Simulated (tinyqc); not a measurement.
## Lossy package transmission line with skin effect: effect of the loss tangent

A uniform line in a homogeneous dielectric: c = sqrt(er)/(c0 Z0), l = Z0 sqrt(er)/c0 (c0 = 299792458 m/s), g = w c td, w = 2 pi f. The resistance joins its limits as r = sqrt(r_dc^2 + r_hf^2), with r_dc = rho/(wd th), r_hf = kr rho/(2 delta (wd + th)), delta = sqrt(rho/(pi f mu0)), mu0 = 4 pi 1e-7 H/m; this is an interpolation, and internal inductance, up to 0.05 nH/mm at low frequency, is neglected.

gamma = sqrt((r + i w l)(g + i w c)) = alpha + i beta, Zc = sqrt((r + i w l)/(g + i w c)), roots with positive real part; loss 8.685889638 alpha in dB; phase velocity w/beta. ZL = 1/(1/RL + i w CL); reflection (ZL - Zc)/(ZL + Zc); Zin = Zc (ZL + Zc tanh(gamma len))/(Zc + ZL tanh(gamma len)); H = V_load/V_source = [Zin/(Zin + Rg)]/[cosh(gamma len) + (Zc/ZL) sinh(gamma len)].

Parameters, values chosen for the exercise: width of the strip wd = 68 um; thickness of the strip th = 15 um; resistivity rho = 2 uohm cm; relative permittivity er = 3; lossless impedance sqrt(l/c) Z0 = 60 ohm; factor for crowding and the return path kr = 1.5; length len = 15 mm; source resistance Rg = 10 ohm; load resistance RL = 50 ohm; load capacitance CL = 0 fF; frequency f = 0.72 GHz.

The same in every row: r (ohm/mm) = 0.07090; r/(w l) = 0.04521.

Results:
```
td	loss (dB/mm)	|Zc| (ohm)	phase velocity over c0	length in wavelengths	|H| (dB)
0	0.005130	60.03	0.5772	0.06241	-1.908
0.001	0.005244	60.03	0.5772	0.06241	-1.909
0.002	0.005357	60.03	0.5772	0.06241	-1.909
0.005	0.005698	60.03	0.5772	0.06241	-1.911
0.02	0.007401	60.02	0.5773	0.06240	-1.920
0.04	0.009672	60.01	0.5773	0.06240	-1.933
```

Estimate the missing row, td = 0.01.

Computed row:
```
td	loss (dB/mm)	|Zc| (ohm)	phase velocity over c0	length in wavelengths	|H| (dB)
0.01	0.006266	60.03	0.5773	0.06241	-1.914
```

With this row back in the table: As td goes from 0 to 0.04, the loss rises from 0.00513 to 0.00967 dB/mm, |Zc| stays near 60.0 ohm and |H| goes from -1.91 to -1.93 dB, with its highest value among the rows, -1.91 dB, at td = 0. In the low-loss estimate the dielectric part g Z0/2 equals the conductor part r/(2 Z0) at td = 0.0452.

Computed by the program tinyqc: `OMP_NUM_THREADS=1 python tinyqc.py 2810114 2810115 out.jsonl`, one thread of a shared Intel Xeon 2.30GHz, about 0.01 s for the whole run.
